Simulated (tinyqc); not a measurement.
Changing the trap density D_0: MOS capacitor with interface traps: C-V stretch-out, conductance peak and subthreshold swing. Computed by tinyqc, a small Python program. Command: `OMP_NUM_THREADS=1 python tinyqc.py 3019453 3019454 out.jsonl mostraps sweep`. One thread of a shared host (Intel(R) Xeon(R) Processor @ 2.30GHz), about 0.01 s of CPU time with the checks.

Energies at the interface are counted from the valence band. psi > 0 means bending towards depletion, so the surface potential is +psi. Boltzmann statistics, full ionisation, no quantum confinement. Traps are neutral when filled up to E_n, with a sharp (zero-temperature) occupation.

Inputs (values chosen for the exercise, for a model semiconductor):
```
quantity                               value         unit
gap E_g                                 1.29           eV
electron mass m_e                      0.333          m_0
valleys M_c                                6            -
hole mass m_h                           1.02          m_0
dielectric constant eps_s               9.96            -
doping N                             4.5e+15        cm^-3
insulator constant eps_ox                  4            -
insulator thickness t_ox                  29           nm
work-function difference phi_ms        -0.33            V
fixed charge N_f                    -2.8e+10        cm^-2
neutrality level E_n                   0.817           eV
capture cross-section sigma            5e-15         cm^2
band bending towards depletion psi      0.68            V
temperature T                            200            K
peak density D_1                     1.2e+12  cm^-2 eV^-1
peak width w                            0.13           eV
peak position E_p                      0.829           eV
```

Substrate: p-type. Trap spectrum: flat plus a Gaussian peak.

Constants: m_0 = 9.1093837015e-31 kg; k_B = 1.380649e-23 J/K; h = 6.62607015e-34 J s; k_B = 8.617333262e-05 eV/K; eps_0 = 8.8541878128e-12 F/m; e = 1.602176634e-19 C.

Method:
- N_c = 2 M_c (2 pi m_e k_B T/h^2)^(3/2) and N_v = 2 (2 pi m_h k_B T/h^2)^(3/2), masses in units of m_0.
- n_i = sqrt(N_c N_v) exp(-E_g/2 k_B T); E_F = k_B T ln(N_v/N); phi_B = (k_B T/e) ln(N/n_i); L_D = sqrt(eps_s eps_0 k_B T/(e^2 N)); C_ox = eps_ox eps_0/t_ox.
- With u = psi/k_B T and r = (n_i/N)^2: F = sqrt(exp(-u) + u - 1 + r (exp(u) - u - 1)); Q_s = -sign(u) sqrt(2) eps_s eps_0 (k_B T/e) F/L_D; C_s = (eps_s eps_0/(sqrt(2) L_D)) |1 - exp(-u) + r (exp(u) - 1)|/F; at high frequency, below strong inversion, the terms in r are dropped.
- D(E) = D_0 + D_1 exp(-(E - E_p)^2/2 w^2).
- E_F at the interface is E_s = E_F + psi; Q_it = -e int from E_n to E_s of D(E) dE; C_it = e D(E_s) (per volt); V_G = phi_ms + psi - (Q_s + Q_it + e N_f)/C_ox.
- C_LF = [1/C_ox + 1/(C_s + C_it)]^-1; C_HF = [1/C_ox + 1/C_s(HF)]^-1; high-low estimate D = [(1/C_LF - 1/C_ox)^-1 - (1/C_HF - 1/C_ox)^-1]/e; stretch-out |dV_G/d psi| = 1 + (C_s + C_it)/C_ox; swing factor at this bending (the subthreshold swing when psi lies between phi_B and 2 phi_B) S = ln(10) (k_B T/e)(1 + (C_s(HF) + C_it)/C_ox).
- v = sqrt(3 k_B T/m) with the majority mass; surface density n_s = N exp(-psi/k_B T); tau = 1/(sigma v n_s); for a continuum of levels G_p/omega = C_it ln(1 + omega^2 tau^2)/(2 omega tau), which peaks at omega tau = 1.98, the frequency 1.98/(2 pi tau); potential fluctuations are left out.

One run for each value; columns: (1) trap density D_0 (cm^-2 eV^-1); (2) swing factor S (mV/decade); (3) C_LF (microF/cm^2); (4) stretch-out; (5) gate voltage V_G (V); (6) peak of G_p/omega (microF/cm^2):
```
(1)        (2)     (3)    (4)     (5)    (6)
1.00e+10   110  0.0779   2.76  0.6271  0.078
3.00e+10   111  0.0783   2.79  0.6272  0.079
7.00e+10   113  0.0791   2.84  0.6273  0.082
2.00e+11   119  0.0816   3.01  0.6276  0.090
1.00e+12   161  0.0921   4.06  0.6293  0.142
3.00e+12   265  0.1039   6.68  0.6338  0.271
8.00e+12   526  0.1129  13.24  0.6450  0.593
2.00e+13  1150  0.1179  28.99  0.6718  1.366
```

Give the missing row, trap density D_0 (cm^-2 eV^-1) = 4.00e+11.

Computed row; columns: (1) trap density D_0 (cm^-2 eV^-1); (2) swing factor S (mV/decade); (3) C_LF (microF/cm^2); (4) stretch-out; (5) gate voltage V_G (V); (6) peak of G_p/omega (microF/cm^2):
```
(1)       (2)     (3)   (4)     (5)    (6)
4.00e+11  130  0.0848  3.27  0.6280  0.103
```

Interpolating between the two neighbouring rows (the first column on a logarithmic scale, the others too where they are positive) misses most in peak of G_p/omega (microF/cm^2), by 6.3 %. Over the rows, swing factor S (mV/decade) rises from 110 to 1150 (exponent d ln y / d ln x 0.0086 between the first rows and 0.85 between the last); C_LF (microF/cm^2) rises from 0.0779 to 0.118 (exponent d ln y / d ln x 0.0048 between the first rows and 0.047 between the last); stretch-out rises from 2.76 to 29.0 (exponent d ln y / d ln x 0.0086 between the first rows and 0.85 between the last).

Caution (all rows): traps deeper than about 24 k_B T and minority carriers reach equilibrium slowly or not at all, so the charges here are limits for very slow sweeps. Caution (all rows): near and beyond midgap the traps also exchange with the minority band, so this majority-carrier time constant and peak do not apply.

Extremes, crossings and ranges named in words are read from the listed rows.
